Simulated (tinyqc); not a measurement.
Vibrations of a mass or spring defect in a linear chain. From weight of the highest mode on the defect back to defect mass M'. Computed by tinyqc, a small Python program. Command: `OMP_NUM_THREADS=1 python tinyqc.py 3006338 3006339 out.jsonl localmode inv`. One thread of a shared host (Intel(R) Xeon(R) Processor @ 2.30GHz), about 0.08 s of CPU time with the checks.

A ring of N atoms with nearest-neighbour springs k and motion along the chain. Atom 1 is the defect, of mass M', and its two springs are k'. Odd sites are A (the defect replaces an A atom), even sites B.

Inputs (values chosen for the exercise, for a model chain): spring constant k = 2.91 eV/angstrom^2; mass M_A = 18.7 u; mass M_B = 42.2 u; spring ratio k'/k at the defect = 1.

Host: diatomic.

Constants: nu for 1 eV/(angstrom^2 u) = 15.6333042 THz.

Method:
- Host bands: lambda from 0 to 2k/M(heavy) and from 2k/M(light) to 2k (1/M_A + 1/M_B).
- nu = 15.6333042 THz x sqrt(lambda), lambda in eV/(angstrom^2 u).
- D_ii = (sum of the two springs at i)/M_i, D_ij = -k_ij/sqrt(M_i M_j) for neighbours, closed into a ring.
- The same matrix for 120 atoms; amplitudes are the mass-weighted eigenvector, in size, relative to the defect, for the highest mode; its weight is the squared component of the normalised eigenvector on the defect.

Task: A run gave the result below. Find the defect mass M', known to lie between 4.1 and 7.1 u.

weight of the highest mode on the defect = 0.9420729

Result:

Each step takes the trial c = (a f_b - b f_a)/(f_b - f_a), f being the result less the target and a, b, c the logarithms of the listed values; c replaces end b, the old b replaces a if the sign of f changed, and otherwise f_a is halved.

Scan of the range:
```
defect mass M' (u)  weight of the highest mode on the defect
4.10                                                0.948302
4.49                                                0.942936
4.92                                                0.936890
5.40                                                0.929960
5.91                                                0.922361
6.48                                                0.913533
7.10                                                0.903456
```

False position (Illinois rule, in the logarithm of the input) inside the bracket:
```
step    end a    end b    trial  weight of the highest mode on the defect
1     4.49000  4.92000  4.54900                                  0.942115
2     4.92000  4.54900  4.55185                                  0.942075
3     4.92000  4.55185  4.55213                                  0.942071
4     4.55185  4.55213  4.55200                                  0.942073
```

Weight of the highest mode on the defect falls at every point of a 13-point scan of the range (every second point is shown), so one value fits; it is bracketed by 4.49 and 4.92. Answer: defect mass M' = 4.552 u.
